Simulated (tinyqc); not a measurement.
## Hot electrons in a saturated n-channel MOSFET, lucky-electron model: effect of the gate voltage

Beyond pinch-off the lateral field grows as Esat cosh(y/l) over the velocity-saturated region (pseudo-two-dimensional model). Impact ionisation in this region gives the substrate current, which biases the body forward through Rsub. Currents are per width. Local-field laws: they overstate ionisation when the field peak is narrower than an energy relaxation length.

Cox = 3.9 eps0/tox, l = sqrt(3 tox xj), Esat = 2 vs/mu. Overdrive g = Vg - VT + kb Vb; Vdsat = g Esat L/(g + Esat L); Id = Cox vs (g - Vdsat); dV = Vd - Id Rd - Vdsat; Em = sqrt((dV/l)^2 + Esat^2); Isub = Id (Ai/Bi) l Em exp(-Bi/Em). Vb = Rsub Isub is solved self-consistently. Lifetime tau = (Hl/Id)(Isub/Id)^(-m); 1 year = 3.15576e7 s.

Parameters, values chosen for the exercise; values close to those of silicon n-channel devices:

| symbol | value | unit | meaning |
|---|---|---|---|
| L | 0.35 | um | channel length |
| tox | 8.7 | nm | oxide thickness |
| xj | 120 | nm | junction depth |
| VT | 0.43 | V | threshold |
| mu | 350 | cm^2/(V s) | effective mobility |
| vs | 8.1e6 | cm/s | saturation velocity |
| Ai | 2e6 | 1/cm | ionisation prefactor |
| Bi | 1.71 | MV/cm | ionisation field |
| Rd | 0 | ohm um | resistance of the lightly doped drain |
| Rsub | 3900 | ohm um | substrate resistance |
| kb | 0.24 |  | fall of VT per volt of forward body bias |
| m | 3 |  | lifetime exponent |
| Hl | 21000 | s uA/um | lifetime constant |
| Vd | 2.8 | V | drain voltage |

Constants: eps0 = 8.8541878128e-14 F/cm where lengths are in cm. Results are converted to the units shown.

Effect of the gate voltage:
```
Vg (V)	Id (uA/um)	Em (MV/cm)	Isub (uA/um)	Isub/Id	tau (years)
0.58	4.1044	0.47798	0.35884	0.087429	0.24260
0.86	29.197	0.44185	1.7611	0.060319	0.10385
1.13	68.370	0.41532	3.0274	0.044279	0.11211
1.41	119.49	0.39368	3.9997	0.033472	0.14849
1.69	178.19	0.37629	4.6637	0.026173	0.20829
1.97	242.42	0.36200	5.1014	0.021044	0.29457
2.24	308.33	0.35044	5.3750	0.017432	0.40740
2.52	379.88	0.34023	5.5543	0.014621	0.56043
2.8	454.01	0.33147	5.6624	0.012472	0.75553
```

What does the comparison show?

As Vg goes from 0.58 to 2.8 V, Em falls from 0.478 to 0.331 MV/cm, Isub rises from 0.359 to 5.66 uA/um and tau goes from 0.243 through a minimum of 0.104 (at Vg = 0.86 V among the rows listed) to 0.756 years.

Computed by the program tinyqc: `OMP_NUM_THREADS=1 python tinyqc.py 2550091 2550092 out.jsonl`, one thread of a shared Intel Xeon 2.30GHz, about 0.01 s for the whole run.
